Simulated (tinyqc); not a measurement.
Formation energy of a charged point defect from supercell energies: one step, computed by the program tinyqc. Command: `OMP_NUM_THREADS=1 python tinyqc.py 3028242 3028243 out.jsonl formation walk`. One thread of a shared host (Intel(R) Xeon(R) Processor @ 2.30GHz), about 0.01 s of CPU time with the checks.

The host is a compound AB. Making the defect adds n_A = 0, n_B = -1, n_X = 1 atoms to the cell. All total energies are inputs. E_F is counted from the valence-band maximum (VBM); x = 0 is A-rich and x = 1 B-rich growth.

Problem. Concentrations at the given E_F and T. E_f(q, E_F) = E_f(q, 0) + q E_F. c_q = N_s exp(-E_f(q, E_F)/k_B T), with all degeneracy factors one and no vibrational entropy.

Inputs (values chosen for the exercise, with gap and screening modelled on InP):
```
quantity,value,unit
gap E_g,1.35,eV
dielectric constant eps,12.6,-
cell length L,12.9,angstrom
Fermi level E_F,0.374,eV
temperature T,600,K
site density N_s,2.9e+22,cm^-3
```

Defect: impurity X on a B site. Supercell lattice: fcc.

charge states q: [0, -1, -2, -3]

E_f(q, 0) (eV): (q=0) 3.377000, (q=-1) 3.791038, (q=-2) 4.401954, (q=-3) 5.137746

Constants: k_B = 8.617333262e-05 eV/K.

Give: Charge states; lowest formation energy; total concentration; mean charge.

Solution.

Charge states:
```
q,E_f (eV),c_q (cm^-3),share
0,3.377,1.250e-06,6.823e-01
-1,3.417,5.762e-07,3.145e-01
-2,3.654,5.896e-09,3.218e-03
-3,4.016,5.390e-12,2.943e-06
```

lowest formation energy = 3.377 eV

total concentration = 1.832e-06 cm^-3

mean charge = -0.3210 e

State 0 holds 68.2 % of the defects. Caution: the largest image-charge correction in these energies, q^2 alpha e^2/(8 pi eps_0 eps L) with alpha = 2.888282, exceeds a quarter of the gap; the point-charge term alone is then a rough estimate, usually too large for a charge that is spread out.
